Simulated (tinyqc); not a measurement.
Along the matched line: quaternary alloy A(x)B(1-x)C(y)D(1-y) matched to a substrate.

Q(x,y) = x y Q_AC + x (1 - y) Q_AD + (1 - x) y Q_BC + (1 - x)(1 - y) Q_BD for the lattice constant. Gap, rule 1: Q(x,y) - x (1 - x)[y C_ABC + (1 - y) C_ABD] - y (1 - y)[x C_ACD + (1 - x) C_BCD]. Rule 2 (mean of ternaries): {x (1 - x)[y T_ABC(x) + (1 - y) T_ABD(x)] + y (1 - y)[x T_ACD(y) + (1 - x) T_BCD(y)]}/{x (1 - x) + y (1 - y)}, T_ABC(x) = x E_AC + (1 - x) E_BC - C_ABC x (1 - x), T_ACD(y) = y E_AC + (1 - y) E_AD - C_ACD y (1 - y), and alike. Only the Gamma valley is followed.

Matching a(x,y) = a_s gives x = (a_s - y a_BC - (1 - y) a_BD)/(y (a_AC - a_BC) + (1 - y)(a_AD - a_BD)).
Constants: hc = 1239.841984 eV nm.

Values chosen for the exercise (AC, AD, BC, BD near GaAs, GaP, InAs and InP; substrate near InP; shifted at random, so the results belong to these values and not to a real crystal): a = (5.646, 5.448, 6.052, 5.877) angstrom (lattice constants of AC, AD, BC, BD); Eg = (1.533, 2.91, 0.411, 1.415) eV (gaps at Gamma of AC, AD, BC, BD); Cb = (0.456, 0.554, 0.208, 0.096) eV (bowing of ABC, ABD, ACD, BCD); a_s = 5.877 angstrom (substrate).

x follows from y.

Results:

| y | x | bilinear (eV) | rule 1 (eV) | rule 2 (eV) | wavelength 1 (nm) | wavelength 2 (nm) |
|---|---|---|---|---|---|---|
| 0.03 | 0.0123 | 1.4031 | 1.3936 | 1.3991 | 890 | 886 |
| 0.15 | 0.0617 | 1.3532 | 1.3088 | 1.3344 | 947 | 929 |
| 0.27 | 0.1118 | 1.2997 | 1.2260 | 1.2680 | 1011 | 978 |
| 0.39 | 0.1625 | 1.2427 | 1.1454 | 1.1999 | 1082 | 1033 |
| 0.51 | 0.2139 | 1.1820 | 1.0673 | 1.1300 | 1162 | 1097 |
| 0.63 | 0.2660 | 1.1176 | 0.9922 | 1.0579 | 1250 | 1172 |
| 0.75 | 0.3188 | 1.0494 | 0.9203 | 0.9819 | 1347 | 1263 |
| 0.87 | 0.3723 | 0.9772 | 0.8521 | 0.8984 | 1455 | 1380 |
| 0.99 | 0.4265 | 0.9011 | 0.7879 | 0.7937 | 1574 | 1562 |

What does the comparison show, and why?

The matched alloys span 0.788 to 1.394 eV by rule 1, monotonically in y. Along the line dx/dy is +0.412 between the first two rows and +0.452 between the last two. In energy the two rules differ most at y = 0.63, by 66 meV (78 nm there), which measures how far the ternary data leave the interior open. Miscibility gaps are not considered.

tinyqc: `OMP_NUM_THREADS=1 python tinyqc.py 1051208 1051209 out.jsonl`; about 0.01 s, one thread, shared Intel(R) Xeon(R) Processor @ 2.30GHz.
